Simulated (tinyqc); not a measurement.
Two-dimensional electron gas with Rashba and Dresselhaus coupling, step by step. Values are carried at full precision from step to step, so a last printed digit may differ when a step is redone from the rounded ones.

H = c k^2/m + al (ky sx - kx sy) + b1 (kx sx - ky sy) + gam kx ky (kx sy - ky sx), s the Pauli matrices, x = [100], c = hbar^2/2m0, b1 = gam (pi/L)^2 (hard walls). H = c k^2/m + B.s, so E = c k^2/m -/+ |B| and the lower state has its spin along -B.

Constants: hbar^2/2m0 = 3.80998211 eV angstrom^2; hbar = 6.58211957e-16 eV s.

Parameters, chosen for this exercise (of the size met in InGaAs; shifted at random, so the results belong to these values and not to a real crystal): m = 0.0438 m0 (mass); al = 0.3 eV angstrom (Rashba constant); gam = 25.2 eV angstrom^3 (bulk Dresselhaus constant); L = 203 angstrom (width of the (001) well); n = 9.3 1e11/cm^2 (sheet density (one subband filled)); phi = 15 degrees (angle of k from [100]).

## Scales

b1; mean Fermi wave vector k0 = sqrt(2 pi n) (1e11/cm^2 = 1e-5/angstrom^2); E0 = c k0^2/m; b3 = gam k0^2/4; kR = al m/(2c) and ER = al kR/2, the shift and depth of a pure Rashba band.

b1 = 0.006035 eV angstrom
k0 = 0.024173 1/angstrom
E0 = 50.829 meV
b3 = 0.003681 eV angstrom
kR = 0.001724 1/angstrom
ER = 0.2587 meV

The ratio al/(b1 - b3) is 127.44; kR is 7.1 % of k0.

## Spin-orbit field at one point of the Fermi circle

k = k0 (cos phi, sin phi). Form B, the splitting 2|B| and the direction of the lower spin, atan2(-By, -Bx).

Bx, By (meV): 1.9948  -6.9566

splitting = 14.4740 meV
direction of the lower spin = 106.0 degrees

## The matrix

H = [[E0, Bx - i By], [Bx + i By, E0]] in meV; diagonalise. Precession period h/(2|B|) = 2 pi hbar/(splitting).

H (meV):
```
                  up            down
up           50.8290  1.9948+6.9566i
down  1.9948-6.9566i         50.8290
```

levels (meV): 43.5920  58.0660

period = 0.286 ps

## The two wave vectors at the energy E0 along this direction

Solve c k^2/m -/+ |B(k)| = E0. The spin turns by (k_outer - k_inner) per length, so a half turn takes pi/(difference).

k (1/angstrom): outer 0.025952, inner 0.022511

difference = 0.003441 1/angstrom
length of a half turn = 91.30 nm

For linear terms alone the difference is (m/c)|B|/k, whatever the energy: every electron along this direction turns alike, the basis of the spin transistor. The cubic term makes it depend on density.

## Checks

- Difference of the Fermi wave vectors without Dresselhaus terms against al m/c: both 0.0034488.

Computed by tinyqc, a small Python program: `OMP_NUM_THREADS=1 python tinyqc.py 1480209 1480210 out.jsonl` (the numbers bound the seed that draws the inputs); one thread of a shared host (Intel(R) Xeon(R) Processor @ 2.30GHz), about 0.01 s for the whole set of steps.
